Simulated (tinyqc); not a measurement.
Worked calculation: static screening by free carriers. Values are carried at full precision from step to step, so a last printed digit may differ when a step is redone from the rounded ones.

kF = (3 pi^2 n/Mv)^(1/3), EF = c kF^2/m with c = hbar^2/2m0, n in 1/angstrom^3 (1e-24 per 1/cm^3), e2 = e^2/(4 pi eps0). Thomas-Fermi: qTF^2 = 6 pi e2 n/(eps EF). Debye: qD^2 = 4 pi e2 n/(eps kB T).

Constants: hbar^2/2m0 = 3.80998211 eV angstrom^2; e^2/(4 pi eps0) = 14.39964547 eV angstrom; kB = 8.617333262e-05 eV/K; a0 (Bohr radius) = 0.5291772105 angstrom; hbar = 6.58211957e-16 eV s.

Parameters, chosen for this exercise (near those of Si; not measured data): n = 3.2e+20 1/cm^3 (carrier density); m = 0.3132 m0 (mass of one isotropic valley); Mv = 6 (valleys); eps = 11.1 (background dielectric constant); T = 300 K; q = 0.247 1/angstrom (wave vector); aD = 14.2 angstrom (trial radius); NI = 3.2e+20 1/cm^3 (ionised impurities).

## Fermi and screening wave vectors

Also the effective Bohr radius aB = a0 eps/m and rs = (3/(4 pi n))^(1/3)/aB.

kF = 0.11645 1/angstrom
EF at 0 K = 165.0 meV
EF/kT = 6.38
qTF = 0.21780 1/angstrom
qD = 0.44921 1/angstrom
aB = 18.75 angstrom
rs = 0.484

The gas is degenerate, so the Thomas-Fermi value applies.

## Screening at finite temperature

F_j(eta) = (1/Gamma(j + 1)) integral_0^infinity x^j dx/(1 + exp(x - eta)), which tends to exp(eta) for eta << 0.

At finite T: qs^2 = qD^2 F_-1/2(eta)/F_1/2(eta), where n = Mv N F_1/2(eta) and N = 2 (m kB T/(4 pi c))^(3/2) with c = hbar^2/2m0, in 1/angstrom^3; times 1e24 for 1/cm^3.

Solve for eta and form qs.

n/(Mv N) = 12.13
eta = 6.246
qs = 0.2153 1/angstrom
screening length 1/qs = 4.644 angstrom

qs is 0.479 of the Debye value and 0.989 of the Thomas-Fermi value.

## Lindhard function at one q

Lindhard at zero temperature: eps(q)/eps = 1 + (qTF/q)^2 L(x), x = q/(2 kF), L(x) = 1/2 + ((1 - x^2)/(4x)) ln|(1 + x)/(1 - x)|.

Compare with Thomas-Fermi, 1 + (qTF/q)^2.

x = 1.0605
L(x) = 0.3963
eps(q)/eps, Lindhard = 1.308
eps(q)/eps, Thomas-Fermi = 1.778

The carriers respond with 40 % of their long-wave strength at this q, beyond 2 kF, where no pair of states on the Fermi surface is joined by q.

## A donor in the screened potential

Donor in the screened potential -(e2/eps) exp(-qs r)/r with the trial function exp(-r/a): E(a) = c/(m a^2) - (e2/eps) 4/(a (2 + qs a)^2), e2 = e^2/(4 pi eps0), c = hbar^2/2m0; isotropic mass.

Evaluate both terms at a = aD.

kinetic term = 60.329 meV
potential term = -14.287 meV
E(aD) = 46.042 meV
unscreened level -m Ry/eps^2 (Ry = 13.60569312 eV) = -34.586 meV

This trial radius gives no binding, nor does any radius up to 3 aB.

## Ionised-impurity scattering at E = 3 kT

Brooks-Herring rate for an electron of energy E: 1/tau = NI (pi e2^2/(eps^2 hbar)) (sqrt(c/m)/E^(3/2)) Phi(b), with Phi = ln(1 + b) - b/(1 + b), b = (2k/qs)^2, k^2 = m E/c, NI in 1/angstrom^3.

e2 = e^2/(4 pi eps0), c = hbar^2/2m0; mobility estimate mu = tau/(m m0/e) with m0/e = 5.685630e-12 kg/C, times 1e4 for cm^2/(V s).

b = 0.5501
Phi = 0.0834
1/tau = 3.46e+13 1/s
mu at this energy = 162 cm^2/(V s)

b is not large: the electron wavelength is comparable with the screening length, outside the regime that the Brooks-Herring formula is meant for. In this degenerate gas the current is carried at EF, above 3 kT.

## Checks

- Scattering rate against the golden-rule integral over angles (1/s): both 3.463e+13.
- L(x) at x = 0.7 against the integral over the Fermi sphere: both 0.81595.

Program tinyqc; command `OMP_NUM_THREADS=1 python tinyqc.py 1650748 1650749 out.jsonl`; about 0.01 s on one thread of a shared Intel(R) Xeon(R) Processor @ 2.30GHz.
